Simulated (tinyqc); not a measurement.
Anisotropic wet etching of Si(100): plane rates, V-grooves, membranes and undercut. From one set of inputs to another, one input at a time. Computed by tinyqc, a small Python program. Command: `OMP_NUM_THREADS=1 python tinyqc.py 3015842 3015843 out.jsonl wetetch ladder`. One thread of a shared host (Intel(R) Xeon(R) Processor @ 2.30GHz), about 0.01 s of CPU time with the checks.

A long slot opens the mask on a (100) wafer. The floor etches at R100; (111) walls stand at theta = arctan(sqrt2) = 54.7356 degrees to the surface and recede at R111 along their normal.

The inputs printed are set A. Set A is close to those used for tetramethylammonium hydroxide solutions; the values taken over come from a set close to those used for potassium hydroxide solutions. Inputs not listed in the table keep their values of set A, so the rows need not describe a real material.

Inputs (values chosen for the exercise, close to those used for tetramethylammonium hydroxide solutions):
```
quantity                                                                    value     unit
prefactor k0 of the (100) rate                                            4.4e+08   um/min
activation energy of (100), E                                               0.616       eV
ratio (100)/(111) at 80 C                                                      13        -
extra energy of (111), dE                                                   0.053       eV
ratio (100)/oxide at 80 C                                                    4200        -
extra energy of the oxide, dE_ox                                             0.27       eV
bath temperature T                                                             40        C
width w (mask opening along <110>, or membrane width in the design step)       30       um
misalignment of the mask                                                      0.2  degrees
etch time t                                                                    29      min
```

Constants: k_B = 8.617333262e-05 eV/K.

Method:
- R100 = k0 exp(-E/(k_B T)); a ratio given at 80 C scales as exp[(extra energy/k_B)(1/T - 1/353.15 K)]; R111 and R_ox follow by division.
- Temperatures in kelvin are T(C) + 273.15.
- A misaligned edge exposes ledges and adds R100 sin(misalignment) to the lateral rate (a simple estimate): u = R111/sin(theta) + R100 sin(misalignment). Top width W = w + 2 u t; floor width b = W - 2 z/tan(theta) = W - sqrt2 z. The floor lasts until b = 0, at t_V = w/(sqrt2 R100 - 2u); depth z = R100 t before t_V and W/sqrt2 after.

Each row keeps all changes above it:
```
input moved                                                                    from   to  depth z (um)  top width W (um)  time t_V to close the V (min)
set A                                                                             -    -         1.556             30.25                          445.0
etch time t (min)                                                                29  3.7         0.199             30.03                          445.0
bath temperature T (C)                                                           40   85         3.495             30.70                           26.2
ratio (100)/(111) at 80 C                                                        13  210         3.495             30.07                           22.8
misalignment of the mask (degrees)                                              0.2  0.5         3.495             30.10                           22.9
width w (mask opening along <110>, or membrane width in the design step) (um)    30   50         3.495             50.10                           38.2
ratio (100)/oxide at 80 C                                                      4200  210         3.495             50.10                           38.2
```

Where does the difference come from?

Depth z goes from 1.56 to 3.50, a factor 2.25 in all. The largest single move comes from bath temperature T (a factor 17.6), and etch time t works against it (a factor 0.128). top width W goes from 30.2 to 50.1, a factor 1.66 in all. The largest single move comes from width w (mask opening along <110>, or membrane width in the design step) (a factor 1.66). Time t_V to close the V goes from 445 to 38.2, a factor 0.0859 in all. The largest single move comes from bath temperature T (a factor 0.0588), and width w (mask opening along <110>, or membrane width in the design step) works against it (a factor 1.67). The single moves hold for this order of the switches; the total does not depend on the order.

Extremes, crossings and ranges named in words are read from the listed rows.
